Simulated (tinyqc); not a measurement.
Inside a calculation. Method: Pariser-Parr-Pople SCF with singles CI, for the molecule NC1=Cc2cccnc21 (SMILES; centres numbered as the heavy atoms are written). One step of it, computed by the program tinyqc.

Problem. PPP integrals. Ohno: gamma = 14.399645/sqrt(R^2 + a^2), a = 2 x 14.399645/(gamma_rr + gamma_ss); H_rr = -W_r - sum_(s != r) z_s gamma_rs; H_rs = beta for bonds.

Centres (angstrom, eV; a flat drawing with bonds scaled to 1.40 angstrom):

| centre | x | y | core charge z | W | gamma_rr |
|---|---|---|---|---|---|
| 1N | -2.931000 | 0.734000 | 2 | 25.600000 | 16.800000 |
| 2C | -1.709000 | 0.050000 | 1 | 11.160000 | 11.130000 |
| 3C | -1.329000 | -1.298000 | 1 | 11.160000 | 11.130000 |
| 4C | 0.018000 | -0.917000 | 1 | 11.160000 | 11.130000 |
| 5C | 1.375000 | -1.262000 | 1 | 11.160000 | 11.130000 |
| 6C | 2.352000 | -0.259000 | 1 | 11.160000 | 11.130000 |
| 7C | 1.972000 | 1.089000 | 1 | 11.160000 | 11.130000 |
| 8N | 0.615000 | 1.433000 | 1 | 14.100000 | 12.300000 |
| 9C | -0.362000 | 0.430000 | 1 | 11.160000 | 11.130000 |

Resonance integrals (eV):

| i | j | beta |
|---|---|---|
| 1 | 2 | -2.160000 |
| 2 | 3 | -2.300000 |
| 3 | 4 | -2.300000 |
| 4 | 5 | -2.300000 |
| 5 | 6 | -2.300000 |
| 6 | 7 | -2.300000 |
| 7 | 8 | -2.420000 |
| 8 | 9 | -2.420000 |
| 9 | 2 | -2.300000 |
| 9 | 4 | -2.300000 |

Give: repulsion gamma_rs; core matrix H.

Solution.

repulsion gamma_rs (eV), lower triangle:
```
         1N       2C       3C       4C       5C       6C       7C       8N
1N  16.8000
2C   8.2801  11.1300
3C   5.1696   7.5523  11.1300
4C   4.0752   6.0896   7.5543  11.1300
5C   2.9648   4.0082   4.8034   7.5534  11.1300
6C   2.6308   3.3697   3.5663   5.2391   7.5533  11.1300
7C   2.8668   3.5663   3.3690   4.6679   5.2380   7.5523  11.1300
8N   3.8427   4.8474   4.0330   5.2971   4.7088   5.2967   7.7294  12.3000
9C   5.1707   7.5551   6.0877   7.5551   5.2392   4.6683   5.2386   7.7286

         9C
9C  11.1300
```

core matrix H (eV), lower triangle:
```
          1N        2C        3C        4C        5C        6C        7C        8N
1N  -60.6007
2C   -2.1600  -64.7088
3C    0.0000   -2.3000  -58.4653
4C    0.0000    0.0000   -2.3000  -63.2668
5C    0.0000    0.0000    0.0000   -2.3000  -56.1940
6C    0.0000    0.0000    0.0000    0.0000   -2.3000  -53.6672
7C    0.0000    0.0000    0.0000    0.0000    0.0000   -2.3000  -54.2553
8N    0.0000    0.0000    0.0000    0.0000    0.0000    0.0000   -2.4200  -61.4263
9C    0.0000   -2.3000    0.0000   -2.3000    0.0000    0.0000    0.0000   -2.4200

          9C
9C  -65.5741
```
